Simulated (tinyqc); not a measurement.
Charge control and current of a heterostructure field-effect transistor. Changing the channel mass m. Computed by tinyqc, a small Python program. Command: `OMP_NUM_THREADS=1 python tinyqc.py 3001818 3001819 out.jsonl hemt sweep`. One thread of a shared host (Intel(R) Xeon(R) Processor @ 2.30GHz), about 0.01 s of CPU time with the checks.

Two subbands in a triangular well; E_F is counted from the conduction band edge of the channel at the interface.

Inputs (values chosen for the exercise, modelled on AlGaN/GaN): permittivity eps (barrier and channel) = 9.75; barrier thickness d = 28 nm; Schottky barrier phi_B = 1.1 eV; conduction band offset dE_c = 0.32 eV; polarisation charge sigma/e = 1.2e+13 1/cm^2; gate voltage V_G = 0 V; temperature T = 77 K; mixing = 0.5; iteration cap = 200.

Charge source: polarisation. Velocity law: two-piece.

Constants: e = 1.602176634e-19 C; eps_0 = 8.8541878128e-12 F/m; k_B = 8.617333262e-05 eV/K; hbar = 1.054571817e-34 J s; m_0 = 9.1093837015e-31 kg; k_B = 1.380649e-23 J/K.

Method:
- Threshold V_T = phi_B - dE_c - sigma d/(eps eps_0) (in volts); C_b = eps eps_0/d.
- Charge control: n_s = C_b (V_G - V_T - E_F/e)/e. Well: mean field F = e n_s/(2 eps eps_0), E_i = (hbar^2/2m)^(1/3) [(3 pi e F/2)(i + 3/4)]^(2/3), i = 0, 1; n_s = D k_B T sum_i ln(1 + exp((E_F - E_i)/k_B T)), D = m/(pi hbar^2), which is solved in closed form for E_F.
- Iteration from n_s = C_b (V_G - V_T)/(2e): E_F from n_s, n_out from the charge control, n_new = n_s + mixing (n_out - n_s), kept above n_s/10; stop when |n_out/n_s - 1| < 1e-9.
- C_g = e dn_s/dV_G = 1/(1/C_b + 1/C_q), 1/C_q = d(E_F/e)/d(e n_s) by a central difference of +/- 0.1 % in n_s; added distance dd = eps eps_0/C_q.

One run for each value; columns: (1) channel mass m (m_0); (2) gate capacitance C_g (microfarad/cm^2); (3) added distance dd (nm); (4) sheet density n_s (1/cm^2); (5) share in the second subband (%):
```
(1)        (2)     (3)         (4)         (5)
0.020  0.25134  6.3478  8.1865e+12  3.0013e+01
0.032  0.26452  4.6361  8.6599e+12  2.3166e+01
0.050  0.27389  3.5188  9.0084e+12  1.4340e+01
0.079  0.28056  2.7696  9.2882e+12  2.5925e+00
0.130  0.28639  2.1437  9.5696e+12  7.3413e-04
0.200  0.29130  1.6360  9.7563e+12  1.0516e-05
0.320  0.29518  1.2461  9.9089e+12  1.7719e-06
0.500  0.29787  0.9820  1.0018e+13  1.7739e-06
```

Over the rows, gate capacitance C_g (microfarad/cm^2) rises from 0.251 to 0.298 (exponent d ln y / d ln x 0.11 between the first rows and 0.020 between the last); added distance dd (nm) falls from 6.35 to 0.982 (exponent d ln y / d ln x -0.67 between the first rows and -0.53 between the last); sheet density n_s (1/cm^2) rises from 8.19e12 to 1.00e13 (exponent d ln y / d ln x 0.12 between the first rows and 0.025 between the last). A light mass lowers the density of states and raises E_0, so more of the gate voltage goes into E_F.

Caution (rows 0.0200, 0.0320, 0.0500, 0.0790, 0.130, 0.200): E_F lies above the conduction band minimum of the barrier, so electrons would spill into the barrier.

Extremes, crossings and ranges named in words are read from the listed rows.
